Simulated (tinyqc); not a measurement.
Worked calculation: phonon-assisted absorption at an indirect gap. Values are carried at full precision from step to step, so a last printed digit may differ when a step is redone from the rounded ones.

alpha(E) = sum_j A_j [N_j (E - Eg + w_j)^2 + (N_j + 1)(E - Eg - w_j)^2], each bracket counted only where its base is positive; N_j = 1/(exp(w_j/kB T) - 1). The first term absorbs a phonon and the second emits one; excitons and direct transitions are left out.

Constants: kB = 8.617333262e-05 eV/K.

Inputs chosen for the exercise (loosely those of GaP at room temperature; Eg is not tied to T; not measured data): Eg = 2.227 eV (indirect gap, held fixed unless listed); w = (46.3, 13.7) meV (two zone-edge phonons); A = (4400, 780) 1/(cm eV^2) (their strengths); T = 300 K; E = 2.702 eV (photon energy); nr = 3.41 (refractive index); d = 82 micrometre (thickness); xj = 0.14 micrometre (dead layer at the surface); W = 8.7 micrometre (depleted width); L = 8.1 micrometre (minority diffusion length below it).

## The four branches at one energy

Evaluate the occupations and each term.

N_j: 0.2002  1.431

terms with phonon absorption (1/cm): 239.4  266.6

terms with phonon emission (1/cm): 970.5  403.5

alpha = 1880 1/cm
wavelength hc/E (hc = 1239.841984 eV nm) = 458.9 nm

Phonon absorption supplies 26.9 % of alpha; the depth 1/alpha is 5.32 micrometre.

## What a slab does with it

Slab of thickness d in air, incoherent passes: R = ((nr - 1)/(nr + 1))^2, x = exp(-alpha d); transmitted Tr = (1 - R)^2 x/(1 - R^2 x^2), reflected Rt = R + (1 - R)^2 R x^2/(1 - R^2 x^2), absorbed Ab = (1 - R)(1 - x)/(1 - R x).

d in cm is 1e-4 times the value in micrometres.

R = 0.2986
x = 0.0000
Tr = 0.0000
Rt = 0.2986
Ab = 0.7014

A single pass would absorb (1 - R)(1 - x) = 0.7014; the back face adds 0.0000.

## Quantum efficiency of a diode

Photodiode (Gaertner form with a dead layer): QE = (1 - R) exp(-alpha xj) [1 - exp(-alpha W)/(1 + alpha L)], R = ((nr - 1)/(nr + 1))^2; responsivity = QE/E in A/W for E in eV.

Evaluate the factors; 1 micrometre = 1e-4 cm.

passes the dead layer = 0.9740
collected share = 0.9228
QE = 0.6304
responsivity = 0.2333 A/W

Without diffusion from below the collected share would be 0.8052.

## Checks

- Tr + Rt + Ab against 1: both 1.000000.

Run: tinyqc, `OMP_NUM_THREADS=1 python tinyqc.py 1650558 1650559 out.jsonl`; Intel(R) Xeon(R) Processor @ 2.30GHz, one thread, shared host; about 0.01 s of CPU time with all checks.
